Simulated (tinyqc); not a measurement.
Trap depth and cross-section from two peaks.

Question. A DLTS peak lies where ew = sn g T^2 exp(-Et/kB T), g = vth Nc/(300 K)^2. Find Et and sn.

Inputs (values chosen for the exercise):
```
symbol    value   unit                                     meaning
Nc      5.77e17  cm^-3  conduction-band density of states at 300 K
vth       4.2e7   cm/s                   thermal velocity at 300 K
```

Constants: q = 1.602176634e-19 C, kB = 1.380649e-23 J/K. Results are converted to the units shown.

peak temperatures for ew = 5 and 500 1/s (K): 201.92206  264.25930

Solution. The slope of ln(ew/T^2) against q/kB T is -Et, and the intercept is ln(sn g).

Et = 0.300 eV
sn = 1.40e-17 cm^2

Numbers from tinyqc (`OMP_NUM_THREADS=1 python tinyqc.py 2050063 2050064 out.jsonl`; about 0.01 s on one thread of a shared Intel Xeon 2.30GHz).
